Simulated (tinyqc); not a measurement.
Bias-temperature instability, empirical power law with universal recovery: two steps of the calculation.

Threshold-voltage shift at the end of a stress: dV = A (V/V0)^g exp[-(Ea q/kB)(1/T - 1/T0)] (t/1 s)^n. After a delay tr the permanent share pp stays and the rest falls by r = 1/(1 + B (tr/t)^be). An empirical model: its parameters are fits, not properties.

Values chosen for this exercise:

| symbol | value | unit | meaning |
|---|---|---|---|
| V0 | 1.7 | V | reference stress voltage |
| T0 | 398 | K | reference temperature |
| A | 6 | mV | shift after 1 s at V0 and T0 |
| n | 0.23 |  | time exponent |
| g | 5 |  | voltage exponent |
| Ea | 0.15 | eV | apparent activation energy of the shift |
| pp | 0.3 |  | permanent share |
| B | 4.3 |  | recovery scale |
| be | 0.22 |  | recovery dispersion |
| V | 0.97 | V | use voltage |
| T | 398 | K | use temperature |
| dc | 50 | mV | failure criterion |
| tr | 10 | s | delay before the measurement |

Constants: q = 1.602176634e-19 C, kB = 1.380649e-23 J/K. Results are converted to the units shown.

Question 1. Shift and lifetime at use conditions. The lifetime solves dV = dc; ten years are 3.15576e8 s.

Wanted: voltage factor; temperature factor; shift after ten years; lifetime; largest voltage for ten years.

Answer 1.

voltage factor = 0.06048
temperature factor = 1.000
shift after ten years = 32.70 mV
lifetime = 63.36 years
largest voltage for ten years = 1.056 V

The device passes: the shift at ten years is below dc. In time the voltage exponent is g/n = 21.7 and the activation energy Ea/n = 0.652 eV.

Question 2. What a delayed measurement sees. At V0 and T0, measured shift = dV [pp + (1 - pp) r]; the apparent exponent is the slope of ln(shift) against ln t between the first and last point.

t, point 0 to 2 (s): [100, 1000, 10000]

Wanted: dV; share left; measured; apparent n.

Answer 2.

| point | dV (mV) | share left | measured (mV) |
|---|---|---|---|
| 0 | 17.304 | 0.49493 | 8.5644 |
| 1 | 29.387 | 0.57331 | 16.848 |
| 2 | 49.906 | 0.66069 | 32.972 |

apparent n = 0.29273

The delay hides 33.9 % of the last shift and raises the exponent from 0.23 to 0.293, since short stresses recover by a larger share.

Numbers from tinyqc (`OMP_NUM_THREADS=1 python tinyqc.py 2070027 2070028 out.jsonl`; about 0.01 s on one thread of a shared Intel Xeon 2.30GHz).
